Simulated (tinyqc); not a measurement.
p-type polysilicon, carrier trapping at grain boundaries: one step of the calculation.

One-dimensional grains of size Lg, uniform ionised doping N, monovalent traps Qt at each boundary at a depth Et below (for electrons) or above (for holes) the band edge there, abrupt depletion of width W on each side of a boundary, Boltzmann statistics. xi is the distance from the band edge at the grain centre to the Fermi level. Trapped charge Qt/(1 + exp((xi + VB - Et)/Vt)) = 2 N W, barrier VB = q N W^2/(2 eps0 eps_r).

Problem. Depletion width, Fermi level and barrier. If the trap equation with xi = Vt ln(NB/N) has a root W < Lg/2, the grain is partly depleted; otherwise W = Lg/2 and the trap equation gives xi = Et - VB + Vt ln(Qt/(N Lg) - 1). N* = Qt/Lg.

Parameters, values chosen for the exercise; values of the order met in polycrystalline silicon: temperature T = 300 K; relative permittivity eps_r = 11.7; valence-band density of states at T NB = 2.65e19 cm^-3; grain size Lg = 19 nm; trap density of a grain boundary Qt = 1.7e12 cm^-2; depth of the trap level from the majority band edge at the boundary Et = 0.43 eV; doping N = 2.6e17 cm^-3.

Constants: q = 1.602176634e-19 C, kB = 1.380649e-23 J/K, Vt = kB T/q, eps0 = 8.8541878128e-14 F/cm where lengths are in cm. Results are converted to the units shown.

Give: N*; W; xi; VB; share of traps filled.

Solution.

N* = 8.947e17 cm^-3
W = 9.500 nm
xi = 0.4349 V
VB = 0.01815 V
share of traps filled = 0.2906

N is 0.291 N*, and the grain is fully depleted; VB = 0.702 Vt.

Program tinyqc, `OMP_NUM_THREADS=1 python tinyqc.py 2830299 2830300 out.jsonl`; Intel Xeon 2.30GHz, shared host, one thread, about 0.01 s.
